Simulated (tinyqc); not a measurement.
# Deep-level transient spectroscopy, step by step

Program tinyqc, `OMP_NUM_THREADS=1 python tinyqc.py 2050172 2050173 out.jsonl`; Intel Xeon 2.30GHz, shared host, one thread, about 0.01 s. Printed values are rounded.

Schottky contact on an n-type layer with shallow donors Nd (all ionised) and a donor-like deep trap, neutral when filled and positive when empty; depletion approximation. Traps within lam of the depletion edge stay filled. A long pulse to Vp fills the traps beyond x1 = Wp - lam; back at Vr those between x1 and x2 = Wr - lam emit. A rate window reads S = C(t2) - C(t1).

Inputs (values chosen for the exercise); material values those of a made-up semiconductor:

| symbol | value | unit | meaning |
|---|---|---|---|
| eps_r | 9.55 |  | relative permittivity |
| Nc | 3.22e19 | cm^-3 | conduction-band density of states at 300 K |
| vth | 2.5e7 | cm/s | thermal velocity at 300 K |
| Nd | 1.9e16 | cm^-3 | shallow donor density |
| Vbi | 0.65 | V | built-in voltage |
| Et | 0.26 | eV | depth of the trap below the conduction edge |
| sn | 9.1e-16 | cm^2 | capture cross-section |
| Nt | 6.6e13 | cm^-3 | trap density |
| Vr | 9.8 | V | reverse bias |
| Vp | 0 | V | reverse bias during the filling pulse |
| t1 | 0.1 | ms | first sampling time |
| t2 | 0.4 | ms | second sampling time |
| T | 169 | K | temperature of the transient |

Constants: q = 1.602176634e-19 C, kB = 1.380649e-23 J/K, eps0 = 8.8541878128e-14 F/cm where lengths are in cm. Results are converted to the units shown.

## Emission rate and rate window

Emission rate en = sn vth(T) Nc(T) exp(-Et/kB T) = sn g T^2 exp(-Et/kB T), g = vth Nc/(300 K)^2, as vth goes as T^0.5 and Nc as T^1.5 (degeneracy factor 1). For an exponential transient S peaks where en = ew = ln(t2/t1)/(t2 - t1).

g = 8.94444e21 cm^-2 s^-1 K^-2
en = 4100.75 1/s
1/en = 0.243858 ms
ew = 4620.98 1/s

## Widths

lam = sqrt(2 eps0 eps_r (EF - ET)/(q Nd)), EF - ET = Et - (kB T/q) ln(Nc(T)/Nd), Nc(T) = Nc (T/300 K)^1.5. In the steady state at the band bending V, 2 eps0 eps_r V/q = Nd W^2 + Nt (W - lam)^2 (the second term only if W > lam). V = Vbi + Vr gives Wr and V = Vbi + Vp gives Wp; x1 = max(Wp - lam, 0).

lam = 95.5251 nm
Wr = 760.924 nm
Wp = 189.946 nm
x1 = 94.4206 nm
x2 = 665.399 nm
G = (x2^2 - x1^2)/Wr^2 = 0.749286

The rule Nt = 2 Nd |dC|/C assumes G = 1 and would understate Nt by a factor of about 1/G = 1.33 here (the limit of small Nt/Nd).

## The transient

| sample | t (ms) |
|---|---|
| 0 | 0 |
| 1 | 0.05 |
| 2 | 0.1 |
| 3 | 0.25 |
| 4 | 0.4 |
| 5 | 0.8 |
| 6 | 2 |

W(t)^2 = Wr^2 + (Nt/Nd)(x2^2 - x1^2) exp(-en t), C = eps0 eps_r/W; for small Nt, dC/C = -(Nt/2 Nd) G exp(-en t) with G = (x2^2 - x1^2)/Wr^2. S = C(t2) - C(t1).

| sample | C (nF/cm^2) | C - C(final) (pF/cm^2) |
|---|---|---|
| 0 | 11.0980 | -14.4335 |
| 1 | 11.1007 | -11.7620 |
| 2 | 11.1029 | -9.5844 |
| 3 | 11.1073 | -5.1842 |
| 4 | 11.1097 | -2.8034 |
| 5 | 11.1119 | -0.5438 |
| 6 | 11.1125 | -0.0040 |

S = 6.78099 pF/cm^2

## Step 1: peak temperature

T at the start = 300 K

Fixed-point step for en(T) = ew: T(new) = (Et q/kB)/ln(sn g T^2/ew), g = vth Nc/(300 K)^2.

T after step 1 = 159.796 K

## Course of the iteration for the peak temperature

Start from 300 K; stop when T changes by less than 1e-8 K.

Course of the iteration:

| step | T (K) | change (K) |
|---|---|---|
| 1 | 159.796 | 140 |
| 2 | 171.220 | 11.4 |
| 3 | 169.888 | 1.33 |
| 4 | 170.038 | 0.149 |
| 5 | 170.021 | 0.0169 |
| 6 | 170.023 | 1.90e-3 |
| 7 | 170.023 | 2.14e-4 |
| 8 | 170.023 | 2.41e-5 |
| 9 | 170.023 | 2.72e-6 |
| 10 | 170.023 | 3.06e-7 |
| 11 | 170.023 | 3.45e-8 |
| 12 | 170.023 | 3.89e-9 |

Converged in 12 steps; each multiplies the error by -2 kB T/Et = -0.11.
